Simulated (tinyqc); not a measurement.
Gain for each load and current direction: deformation-potential model of the L valleys of a conduction band.

Valleys with axes along [111], [1-1-1], [-11-1] and [-1-11], one whole valley each. Herring-Vogt shift of a valley with unit axis a: dE = Xd tr(e) + Xu a.e.a. Non-degenerate shares n_i = exp(-dE_i/kT)/sum_j exp(-dE_j/kT). Inverse mass tensor of a valley: (1 - a a)/mt + a a/ml; the masses are taken as independent of strain.

s11 = (C11 + C12)/((C11 - C12)(C11 + 2 C12)), s12 = -C12/((C11 - C12)(C11 + 2 C12)), s44 = 1/C44; exx = s11 sxx + s12 (syy + szz) and cyclic, exy = s44 sxy/2; tension is positive. A uniaxial stress X along the unit vector n is s_ij = X n_i n_j.

Constants: kB = 8.617333262e-05 eV/K.

Inputs chosen for the exercise (near those of Ge; shifted at random, so the results belong to these values and not to a real crystal):
- ml = 1.558 m0 (longitudinal mass)
- mt = 0.084 m0 (transverse mass)
- Xd = -6.37 eV (dilation potential)
- Xu = 16.65 eV (uniaxial potential)
- C11 = 128.2 GPa
- C12 = 48.3 GPa
- C44 = 67.2 GPa
- X1 = 1.2 GPa (size of the stress)
- T = 200 K (temperature)

Each load has the size X1. Gain m_c(0)/m_c - 1 in per cent from repopulation alone, m_c = 1/(u.M.u), M = sum_i n_i (inverse mass tensor); biaxial means sxx = syy.

Gain (%); + is tension, - compression:

| load | [100] | [010] | [001] | [110] | [1-10] | [111] |
|---|---|---|---|---|---|---|
| uniaxial [110] (+) | 0.0 | 0.0 | 0.0 | 45.8 | -45.8 | 30.5 |
| uniaxial [110] (-) | 0.0 | 0.0 | 0.0 | -45.8 | 45.8 | -30.5 |
| uniaxial [100] (+) | 0.0 | 0.0 | 0.0 | 0.0 | 0.0 | 0.0 |
| uniaxial [100] (-) | 0.0 | 0.0 | 0.0 | 0.0 | 0.0 | 0.0 |
| uniaxial [111] (+) | 0.0 | 0.0 | 0.0 | 15.3 | -15.3 | 30.7 |
| uniaxial [111] (-) | 0.0 | 0.0 | 0.0 | -46.0 | 46.0 | -92.0 |
| biaxial (001) (+) | 0.0 | 0.0 | 0.0 | 0.0 | 0.0 | 0.0 |
| biaxial (001) (-) | 0.0 | 0.0 | 0.0 | 0.0 | 0.0 | 0.0 |

What does the comparison show, and why?

The largest gain is +46.0 %, for uniaxial [111] (-) with the current along [1-10]; for a [110] channel it is +45.8 %, under uniaxial [110] (+). No gain or loss appears under biaxial (001) and uniaxial [100]: the valleys stay equivalent.

Program tinyqc; command `OMP_NUM_THREADS=1 python tinyqc.py 1050229 1050230 out.jsonl`; about 0.02 s on one thread of a shared Intel(R) Xeon(R) Processor @ 2.30GHz.
